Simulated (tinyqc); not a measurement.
Three descriptions against temperature: one anharmonic mode: perturbation theory, self-consistent phonons and exact levels. Computed by tinyqc, a small Python program. Command: `OMP_NUM_THREADS=1 python tinyqc.py 3005326 3005327 out.jsonl scp walk`. One thread of a shared host (Intel(R) Xeon(R) Processor @ 2.30GHz), about 0.03 s of CPU time with the checks.

V(x) = k x^2/2 + b x^4 for one coordinate x of mass M. A constant K > 0 gives hbar Omega = sqrt((hbar^2/u) K/M) with K in eV/angstrom^2 and M in u.

Inputs (values chosen for the exercise, for a model mode): mode mass M = 78.7 u; harmonic constant k = -0.912 eV/angstrom^2; quartic constant b = 13.1 eV/angstrom^4.

Shape: double well.

Constants: hbar^2/u = 4.18015928e-03 eV angstrom^2; k_B = 8.617333262e-05 eV/K.

Method:
- Self-consistent phonon, centred at x = 0: K = k + 12 b <x^2>, <x^2> = (hbar Omega/(2K)) coth(hbar Omega/(2 k_B T)).
- Its free energy is F = k_B T ln[2 sinh(hbar Omega/(2 k_B T))] + (k - K)<x^2>/2 + 3 b <x^2>^2, an upper bound to the exact one.
- Basis: oscillator states n of the constant |k|, with x = s (a + a+), s^2 = hbar Omega/(2|k|); H = hbar Omega (n + 1/2) + (k - |k|) x^2/2 + b x^4, with exact matrix elements of x^2 and x^4.
- Exact values use 120 basis states: F = -k_B T ln sum exp(-E_n/(k_B T)), and <x^2> is the Boltzmann mean.
- The classical <x^2> is int x^2 exp(-V/(k_B T)) dx / int exp(-V/(k_B T)) dx (2001 points over six exact widths each way).

Results; columns: (1) T (K); (2) hbar Omega, self-consistent (meV); (3) <x^2>, self-consistent; (4) <x^2>, exact; (5) F, self-consistent (meV); (6) F, exact (meV); (7) <x^2>, classical:
```
(1)     (2)        (3)       (4)       (5)       (6)       (7)
4    3.6082  0.0073608  0.010131  -0.32521  -0.80424  0.016996
9.7  3.6711  0.0074156  0.010553  -0.33601  -0.85291  0.016233
20   4.0961  0.0078110  0.011701  -0.51764   -1.2068  0.015034
36   4.7913  0.0085509  0.012823   -1.2226   -2.1429  0.014466
65   5.7531  0.0097655  0.014153   -3.3540   -4.5615  0.014835
110  6.8025   0.011343  0.015777   -7.9995   -9.5447  0.016061
190  8.0741   0.013609  0.018179   -18.688   -20.746  0.018286
320  9.4613   0.016522  0.021382   -40.091   -42.904  0.021421
```

The self-consistent quantum hardens from 3.61 to 9.46 meV, since a wider spread samples the steep quartic walls, and it is real at all T although k is negative. Its <x^2> misses by -27.3 % at the lowest T and -22.7 % at the highest; the excess in F runs from 0.479 to 2.813 meV. One Gaussian centred at zero cannot describe a density with two peaks, so it is poorest at low T. The classical value is 1.68 of the exact one at the lowest T and 1.002 at the highest.

Extremes, crossings and ranges named in words are read from the listed rows.
